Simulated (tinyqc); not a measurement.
Undoped gate-all-around wire MOSFET, analytic charge model: two steps of the calculation.

An undoped round wire of radius R under an insulator shell and a surrounding gate; long channel, electrons only, n = ni exp((psi - V)/Vt) with V the quasi-Fermi potential (0 at the source, Vd at the drain), constant mobility, no quantisation. The radial Poisson equation gives n(r) = n(0)/(1 - (1 - b) r^2/R^2)^2 with b = Q0/(Q + Q0). Q is the electron charge per area of the wire surface.

Parameters, values chosen for the exercise; material values those of a made-up semiconductor:
```
symbol    value   unit                                             meaning
T           350      K                                         temperature
Eg         1.02     eV                                            band gap
eps_r      14.1                 relative permittivity of the semiconductor
Nc      3.38e19  cm^-3              conduction-band density of states at T
Nv      3.94e19  cm^-3                 valence-band density of states at T
eox        8.69                relative permittivity of the gate insulator
tox         5.9     nm                                 insulator thickness
R             6     nm                                         wire radius
dphi      -0.15      V  gate work function less that of the intrinsic body
Vg         0.11      V                                        gate voltage
```

Constants: q = 1.602176634e-19 C, kB = 1.380649e-23 J/K, Vt = kB T/q, eps0 = 8.8541878128e-14 F/cm where lengths are in cm. Results are converted to the units shown.

Task 1. Constants of the wire. ni = sqrt(Nc Nv) exp(-Eg/(2 Vt)), Eg in volts; Cox = eps0 eox/(R ln(1 + tox/R)); Q0 = 4 eps0 eps_r Vt/R; V0 = dphi + Vt ln[8 eps0 eps_r Vt/(q ni R^2)].

Give: ni; Cox; Q0; V0.

Result 1.

ni = 1.654e12 cm^-3
Cox = 1.873 uF/cm^2
Q0 = 251.0 nC/cm^2
V0 = 0.3014 V

Task 2. Charge at the source by Newton steps in y = ln(Q/Q0). With V = 0 and Q = Q0 exp(y): f = Q/Cox + Vt y + Vt ln(1 + Q/Q0) - (Vg - V0); df/dy = Q/Cox + Vt (1 + Q/(Q + Q0)); y(new) = y - f/(df/dy).

y after iteration 1 = 0.75256801
Cox = 1.8726942 uF/cm^2
Q0 = 251.02531 nC/cm^2
V0 = 0.30136404 V

Wanted: Q; f; df/dy; y after iteration 2.

Result 2.

Q = 532.79 nC/cm^2
f = 0.53291 V
df/dy = 0.33516 V
y after iteration 2 = -0.83741

Computed by the program tinyqc: `OMP_NUM_THREADS=1 python tinyqc.py 2460008 2460009 out.jsonl`, one thread of a shared Intel Xeon 2.30GHz, about 0.01 s for the whole run.
